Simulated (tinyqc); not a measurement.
Elastic trap-assisted tunnelling through a dielectric: two steps of the calculation.

Emitter at x = 0 (Fermi level 0), collector at x = t (Fermi level -V), band edge U(x) = phi - F x, F = V/t. A trap at x has the energy E = U(x) - Et. With G(u) = (4/(3 F)) sqrt(mo/C) max(u, 0)^1.5, C = hbar^2/(2 m0): S1 = G(phi - E) - G(Et), S2 = G(Et) - G(phi - V - E), T1,2 = exp(-S1,2). The steady rate through one trap is nu T1 T2 (f1 - f2)/(T1 + T2), f1 = f(E), f2 = f(E + V), f(y) = 1/(1 + exp(y/Vt)); both contacts offer states at E.

Inputs (values chosen for the exercise); dielectric values close to those of hafnium oxide: temperature T = 300 K; barrier above the emitter Fermi level phi = 1.51 eV; tunnelling mass mo = 0.19 m0; thickness t = 7.2 nm; trap depth below the band edge of the dielectric Et = 1.26 eV; trap density Nt = 1.9e17 cm^-3; attempt frequency nu = 1e14 1/s; points of the grid n = 9; voltage V = 1.24 V; left end of the grid xa = 1.87 nm; right end of the grid xb = 4.26 nm.

Constants: q = 1.602176634e-19 C, kB = 1.380649e-23 J/K, hbar = 1.054571817e-34 J s, m0 = 9.1093837015e-31 kg, Vt = kB T/q, hbar^2/(2 m0) = 0.0380998212 eV nm^2. Results are converted to the units shown.

Problem 1. Rate through a trap near the best position. n equally spaced x from xa to xb, where nearly all of the current flows; J = q Nt times the integral of the rate, by Simpson's rule.

Find: x; E; S1; S2; f1 - f2; rate; J.

Solution 1.

```
point  x (nm)    E (eV)      S1      S2  f1 - f2  rate (1/s)
0      1.8700  -0.07206   9.951  20.994  0.94198       71878
1      2.1688  -0.12351  11.643  20.185  0.99165    1.6990e5
2      2.4675  -0.17496  13.361  19.321  0.99885    4.0498e5
3      2.7662  -0.22641  15.106  18.406  0.99984    9.7894e5
4      3.0650  -0.27786  16.878  17.442  0.99998    1.6967e6
5      3.3638  -0.32931  18.675  16.431   1.0000    7.0139e5
6      3.6625  -0.38076  20.497  15.376   1.0000    1.2468e5
7      3.9613  -0.43222  22.344  14.279   1.0000       19771
8      4.2600  -0.48367  24.216  13.140   1.0000      3042.7
```

J = 0.0036401 A/cm^2

Problem 2. The best-placed trap against direct tunnelling. At x = xs: E, S1, S2 and the occupation (T1 f1 + T2 f2)/(T1 + T2). Direct tunnelling at E = 0 has S = (4/(3 F)) sqrt(mo/C) [phi^1.5 - max(phi - V, 0)^1.5].

xs = 3.06 nm

Give: E; S1; S2; occupation; S of direct tunnelling.

Solution 2.

E = -0.2770 eV
S1 = 16.85
S2 = 17.46
occupation = 0.6480
S of direct tunnelling = 29.65

Range of the model: Phonon-assisted (inelastic) capture, chains of traps and a spread of trap depths are left out.

Computed by the program tinyqc: `OMP_NUM_THREADS=1 python tinyqc.py 2370159 2370160 out.jsonl`, one thread of a shared Intel Xeon 2.30GHz, about 0.06 s for the whole run.
